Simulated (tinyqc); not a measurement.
# Trap spacing and activation energy from three currents

Question. In its exponential range, without heating, an amorphous layer of thickness ua passes I = (I0/2) exp[-(Ea - q V dz/(2 ua))/kB T]. Find dz, Ea and I0.

Values chosen for this exercise:

| symbol | value | unit | meaning |
|---|---|---|---|
| ua | 34 | nm | amorphous thickness |

Constants: q = 1.602176634e-19 C, kB = 1.380649e-23 J/K. Results are converted to the units shown.

I at (0.93 V, 330 K), (1.4 V, 330 K) and (1.4 V, 370 K) (nA): [169.35661, 710.53844, 1569.9164]

Answer. The two voltages give dz/ua, the two temperatures the lowered barrier.

dz = 5.90 nm
Ea = 0.330 eV
I0 = 2.17 mA

Numbers from tinyqc (`OMP_NUM_THREADS=1 python tinyqc.py 2490016 2490017 out.jsonl`; about 0.01 s on one thread of a shared Intel Xeon 2.30GHz).
